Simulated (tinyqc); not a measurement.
# Free and trapped electrons in a MOS channel with a dense trap tail: what changes with what

p-type body, charge-sheet picture, full ionisation (an idealisation for deep acceptors), Boltzmann statistics for free electrons. e = Ec - EF at the surface. Acceptor-like traps of density D(E) = D0 + De exp(-E/Ew) at depth E below Ec, from 0 to Eu, hold n_t = integral of D(E)/(1 + exp((e - E)/Vt)). psi = Eg - Vt ln(Nv/Na) - e; N_dep = sqrt(2 eps0 eps_r Na (psi - Vt)/q); n_f = sqrt(N_dep^2 + 2 eps0 eps_r Vt Nc exp(-e/Vt)/q) - N_dep; Vg = Vfb + psi + q (N_dep + n_t + n_f)/Cox, Cox = eps0 eox/tox.

Inputs (values chosen for the exercise); band and dielectric values close to those of 4H silicon carbide: temperature T = 300 K; band gap Eg = 3.27 eV; relative permittivity eps_r = 9.72; conduction-band density of states at T Nc = 1.72e19 cm^-3; valence-band density of states at T Nv = 2.48e19 cm^-3; relative permittivity of the insulator eox = 3.9; insulator thickness tox = 35 nm; acceptor density Na = 7.1e15 cm^-3; flat-band voltage without trapped charge Vfb = -2.03 V; constant background density of acceptor-like traps D0 = 1e11 cm^-2 eV^-1; density of the tail at the conduction edge De = 3.8e12 cm^-2 eV^-1; decay energy of the tail Ew = 0.12 eV; depth below Ec down to which the traps reach Eu = 0.81 eV; mobility of free electrons mf = 170 cm^2/(V s).

Constants: q = 1.602176634e-19 C, kB = 1.380649e-23 J/K, Vt = kB T/q, eps0 = 8.8541878128e-14 F/cm where lengths are in cm. Results are converted to the units shown.

Each table varies one quantity; the others keep the values above.

## Free and trapped charge against gate voltage

Free share n_f/(n_f + n_t); swing ln 10 n_f/(dn_f/dVg); field-effect mobility mf q (dn_f/dVg)/Cox, for a constant mf; oxide field q (N_dep + n_t + n_f)/(eps0 eox).

Result of one run:
columns A: Vg (V); B: e (eV); C: n_f (cm^-2); D: n_t (cm^-2); E: free share (%); F: swing (mV/decade); G: field-effect mobility (cm^2/(V s)); H: oxide field (MV/cm)
```
A          B         C         D      E     F      G      H
4.8  0.01001  1.384e12  4.644e11  74.87  5549  158.5  1.080
```

What becomes of these results when the gate voltage Vg is changed from 4.8 to 6.2 V, all else the same?

Result of the changed run:
columns A: Vg (V); B: e (eV); C: n_f (cm^-2); D: n_t (cm^-2); E: free share (%); F: swing (mV/decade); G: field-effect mobility (cm^2/(V s)); H: oxide field (MV/cm)
```
A            B         C         D      E     F      G      H
6.2  -0.009776  2.202e12  4.941e11  81.68  8553  163.7  1.475
```

The whole series:
columns A: Vg (V); B: e (eV); C: n_f (cm^-2); D: n_t (cm^-2); E: free share (%); F: swing (mV/decade); G: field-effect mobility (cm^2/(V s)); H: oxide field (MV/cm)
```
A            B         C         D         E        F        G       H
1.5     0.3689   3.362e6  6.635e10  0.005067    96.20  0.02222  0.2400
2.1     0.1290  3.336e10  2.349e11     12.44    342.1    61.98  0.3428
2.8    0.06525  3.048e11  3.501e11     46.54     1478    131.1  0.5246
3.5    0.03875  6.602e11  4.073e11     61.85     2857    146.9  0.7170
4.2    0.02139  1.043e12  4.432e11     70.18     4293    154.5  0.9121
4.8    0.01001  1.384e12  4.644e11     74.87     5549    158.5   1.080
5.5  -7.906e-4  1.790e12  4.818e11     78.79     7040    161.6   1.277
6.2  -0.009776  2.202e12  4.941e11     81.68     8553    163.7   1.475
6.9   -0.01747  2.619e12  5.028e11     83.89  1.009e4    165.1   1.672
```

n_f reaches 1e11 cm^-2 at Vg = 2.32 V, against 1.86 V without traps. The free share rises from 0.00507 to 83.9 % and the field-effect mobility rises from 0.0222 to 165 cm^2/(V s), although mf = 170 is constant: in the last row 97.1 % of Cox dVg goes into free electrons. The swing in the first row is 96.2 mV a decade (Vt ln 10 = 59.5). For Vg = 3.5, 4.2, 4.8, 5.5, 6.2, 6.9 EF lies less than 2 Vt below the band edge, or above it, where degeneracy and confinement, left out, matter.

## Effect of the acceptor density

Vfb is held fixed. VT is the Vg for n_f = 1e11 cm^-2; swing ln 10 n_f/(dn_f/dVg) at n_f = 1e8 cm^-2; the last three columns are for Vg = VT + 2.8 V, with free share n_f/(n_f + n_t) and field-effect mobility mf q (dn_f/dVg)/Cox; there EF is near the band edge, where Boltzmann statistics are rough.

Effect of the acceptor density:
columns A: Na (cm^-3); B: e at VT (eV); C: VT (V); D: q n_t/Cox at VT (V); E: swing (mV/decade); F: n_f (cm^-2); G: free share (%); H: field-effect mobility (cm^2/(V s))
```
A           B      C       D      E         F      G      H
1e15   0.1206  1.707  0.4022  104.0  1.542e12  77.04  158.2
2e15   0.1132  1.871  0.4211  107.7  1.552e12  77.00  158.8
6e15   0.1008  2.248  0.4557  115.1  1.567e12  76.86  159.9
1e16  0.09470  2.493  0.4735  119.3  1.574e12  76.77  160.5
3e16  0.08123  3.257  0.5153  131.3  1.588e12  76.52  161.8
8e16  0.06889  4.361  0.5562  146.6  1.598e12  76.26  162.8
2e17  0.05718  5.983  0.5966  167.1  1.604e12  75.99  163.5
5e17  0.04537  8.519  0.6382  196.8  1.605e12  75.72  163.9
```

What does the comparison show, and why?

As Na goes from 1e15 to 5e17, VT rises from 1.71 to 8.52 V, its part due to traps rises from 0.402 to 0.638 V, the swing rises from 104 to 197 mV/decade and the field-effect mobility rises from 158 to 164 cm^2/(V s). Most of the rise of VT is depletion charge; the trap part grows since the same n_f needs EF nearer the band edge at heavier doping. For Na = 5e17 e is under 2 Vt already at VT, so VT too is rough.

Program tinyqc, `OMP_NUM_THREADS=1 python tinyqc.py 2222208 2222209 out.jsonl`; Intel Xeon 2.30GHz, shared host, one thread, about 0.02 s.
